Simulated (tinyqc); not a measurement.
Short-channel transistor, virtual-source model with series resistance: one step of the calculation.

The current per gate width is the charge at the top of the source barrier (the virtual source) times its velocity times a saturation function; al and be are fitting constants of the model. Units: I in uA/um, Rs in ohm um, so I Rs = 1e-6 I Rs in volts; Q in uC/cm^2, so I = 1e-4 Q vx0 Fsat with vx0 in cm/s.

Task. What the series resistance costs. Intrinsic voltages Vg' = Vgs - I Rs, Vd' = Vds - 2 I Rs. n = n0 + nd Vd', VT = VT0 - dl Vd', Ff = 1/(1 + exp((Vg' - VT + al Vt/2)/(al Vt))), Q = Cinv n Vt ln(1 + exp((Vg' - VT + al Vt Ff)/(n Vt))), Vdsat = (vx0 L/mu)(1 - Ff) + Vt Ff, Fsat = u/(1 + u^be)^(1/be) with u = Vd'/Vdsat, and I = Q vx0 Fsat per width. I0 is the current for Rs = 0. Effective velocity I/Q; transit time L Q/I.

Parameters, values chosen for the exercise:
```
symbol,value,unit,meaning
T,300,K,temperature
Cinv,1.45,uF/cm^2,inversion capacitance
vx0,2.06e7,cm/s,velocity at the virtual source
mu,110,cm^2/(V s),apparent mobility
L,45,nm,channel length
VT0,0.43,V,threshold at zero drain voltage
dl,0.042,V/V,drain-induced barrier lowering
n0,1.08,,subthreshold factor
nd,0,1/V,growth of n with drain voltage
al,3.5,,threshold shift (in units of Vt) from weak to strong inversion
be,1.4,,sharpness of saturation
Rs,50,ohm um,series resistance of each contact
Vgs,0.7,V,gate voltage
Vds,0.7,V,drain voltage
```

Constants: q = 1.602176634e-19 C, kB = 1.380649e-23 J/K, Vt = kB T/q. Results are converted to the units shown.

converged I = 448.02112 uA/um
I0 = 503.00962 uA/um

Give: loss against I0; effective velocity; transit time.

Result.

loss against I0 = 10.93 %
effective velocity = 1.113e7 cm/s
transit time = 0.4044 ps

Program tinyqc, `OMP_NUM_THREADS=1 python tinyqc.py 2380012 2380013 out.jsonl`; Intel Xeon 2.30GHz, shared host, one thread, about 0.01 s.
